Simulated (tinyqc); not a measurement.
Ferroelectric switching, Landau-Khalatnikov equation: two steps of the calculation.

One domain: rho dP/dt = E - (2 al P + 4 be P^3), with al = -3 sqrt(3) Ec/(4 Pr), be = 3 sqrt(3) Ec/(8 Pr^3), so that the static loop has remanence Pr and coercive field Ec. With P in uC/cm^2, E in kV/cm, rho in ohm m and t in ns, dP/dt = [E - 2 al P - 4 be P^3]/(100 rho).

Inputs (values chosen for the exercise); remanent polarisation and coercive field close to those of a vinylidene fluoride copolymer films:
- Pr = 7.5 uC/cm^2 (remanent polarisation)
- Ec = 520 kV/cm (static coercive field)
- rho = 0.73 ohm m (viscosity of the polarisation)
- Em = 1500 kV/cm (field amplitude)
- dt = 0.27 ns (time step)

Question 1. Landau coefficients and time scales. al = -3 sqrt(3) Ec/(4 Pr), be = 3 sqrt(3) Ec/(8 Pr^3). Relaxation time at remanence tau = 100 rho/(-4 al); final state: the largest root Pf of 2 al P + 4 be P^3 = Em; relaxation time there 100 rho/(2 al + 12 be Pf^2).

Find: al; be; tau; Pf; relaxation time at Pf.

Answer 1.

al = -90.067 kV cm/uC
be = 0.80059 kV cm^5/uC^3
tau = 0.20263 ns
Pf = 10.125 uC/cm^2
relaxation time at Pf = 0.090715 ns

Question 2. One time step. The constant field E = Em acts from t = 0. Implicit Euler: P(new) solves P(new) = P + dt dP/dt(P(new)), a cubic with one real root; the rate listed is (P(new) - P)/dt.

P after step 1 = -3.8397381 uC/cm^2
al = -90.066642 kV cm/uC
be = 0.80059237 kV cm^5/uC^3

Wanted: dP/dt; P after step 2.

Answer 2.

dP/dt = 27.34 uC/(cm^2 ns)
P after step 2 = 3.542 uC/cm^2

tinyqc, about 0.01 s, one thread, Intel Xeon 2.30GHz (shared host): `OMP_NUM_THREADS=1 python tinyqc.py 2860041 2860042 out.jsonl`
